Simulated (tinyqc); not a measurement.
# Arrhenius plot from several rate windows

Emission rate en = sn vth(T) Nc(T) exp(-Et/kB T) = sn g T^2 exp(-Et/kB T), g = vth Nc/(300 K)^2, as vth goes as T^0.5 and Nc as T^1.5 (degeneracy factor 1). Here the cross-section is thermally activated, sn exp(-Eb/kB T) with Eb = 0.06 eV. Each window ew gives the temperature where en = ew.

Parameters, values chosen for the exercise; material values close to those of indium phosphide: conduction-band density of states at 300 K Nc = 5.6e17 cm^-3; thermal velocity at 300 K vth = 4.2e7 cm/s; depth of the trap below the conduction edge Et = 0.41 eV; capture cross-section sn = 5.8e-17 cm^2.

Constants: q = 1.602176634e-19 C, kB = 1.380649e-23 J/K. Results are converted to the units shown.

Arrhenius plot from several rate windows:

| ew (1/s) | T peak (K) | q/kB T (1/eV) | ln(ew/T^2) | ln ew |
|---|---|---|---|---|
| 1.7 | 268.9 | 43.16 | -10.66 | 0.5306 |
| 5.1 | 282.8 | 41.03 | -9.660 | 1.629 |
| 15 | 297.9 | 38.96 | -8.685 | 2.708 |
| 47 | 315.5 | 36.78 | -7.658 | 3.850 |
| 140 | 334.4 | 34.70 | -6.683 | 4.942 |
| 430 | 356.2 | 32.58 | -5.687 | 6.064 |
| 1300 | 380.4 | 30.51 | -4.712 | 7.170 |
| 3900 | 407.7 | 28.46 | -3.752 | 8.269 |

What does the table show?

The peak rises from 269 to 408 K. ln(ew/T^2) against q/kB T is a straight line of slope -0.4700 eV, which is Et + Eb and not Et = 0.41 eV: a capture barrier adds to the activation energy. Its intercept gives sn = 5.80e-17 cm^2. Leaving out the T^2 gives 0.5267 eV, too high by about 2 kB T.

tinyqc, about 0.01 s, one thread, Intel Xeon 2.30GHz (shared host): `OMP_NUM_THREADS=1 python tinyqc.py 2050087 2050088 out.jsonl`
